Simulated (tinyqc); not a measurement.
Minority carriers and saturation current of a heavily doped emitter: two steps of the calculation.

n-type, parabolic bands, full ionisation. eta = (EF - Ec)/kB T solves N = Nc F12(eta), F12(x) = (2/sqrt(pi)) int_0^infinity sqrt(u)/(1 + exp(u - x)) du. The gap shrinks rigidly by dEg = a3 y^(1/3) + a4 y^(1/4) + a2 y^(1/2), y = N/1e18 cm^-3, an empirical law that is here taken as the true narrowing.

Inputs (values chosen for the exercise); band and dielectric values those of a made-up semiconductor: temperature T = 300 K; band gap Eg = 1.12 eV; conduction-band density of states at 300 K Nc = 2.51e19 cm^-3; valence-band density of states at 300 K Nv = 1.99e19 cm^-3; ionised donor density N = 1.7e19 cm^-3; coefficient of (N/1e18)^(1/3) a3 = 10.3 meV; coefficient of (N/1e18)^(1/4) a4 = 7.7 meV; coefficient of (N/1e18)^(1/2) a2 = 1.4 meV.

Constants: q = 1.602176634e-19 C, kB = 1.380649e-23 J/K, Vt = kB T/q. Results are converted to the units shown.

Question 1. Fermi level. Newton step on ln F12(eta) = ln(N/Nc): eta(new) = eta - ln(Nc F12/N) F12/Fm, Fm(x) = dF12/dx = (1/sqrt(pi)) int_0^infinity u^(-1/2)/(1 + exp(u - x)) du.

eta at the start (Boltzmann value) = -0.3897

Find: F12; Fm; eta after iteration 1.

Answer 1.

F12 = 0.55703
Fm = 0.46655
eta after iteration 1 = -0.15631

Question 2. Effective intrinsic density. ni = sqrt(Nc Nv) exp(-Eg/(2 Vt)), Eg in volts; degeneracy factor g = F12(eta) exp(-eta); nie^2 = ni^2 exp(dEg/kB T) g, p0 = nie^2/N; apparent narrowing dEg + kB T ln g.

converged eta = -0.15242156

Find: ni; dEg; g; apparent narrowing; nie; p0.

Answer 2.

ni = 8.743e9 cm^-3
dEg = 47.89 meV
g = 0.7888
apparent narrowing = 41.76 meV
nie = 1.961e10 cm^-3
p0 = 22.62 cm^-3

Narrowing multiplies p0 by 6.38 and degeneracy by 0.789.

Range of the model: Band tails, non-parabolic bands and incomplete ionisation are left out.

Numbers from tinyqc (`OMP_NUM_THREADS=1 python tinyqc.py 2330040 2330041 out.jsonl`; about 0.01 s on one thread of a shared Intel Xeon 2.30GHz).
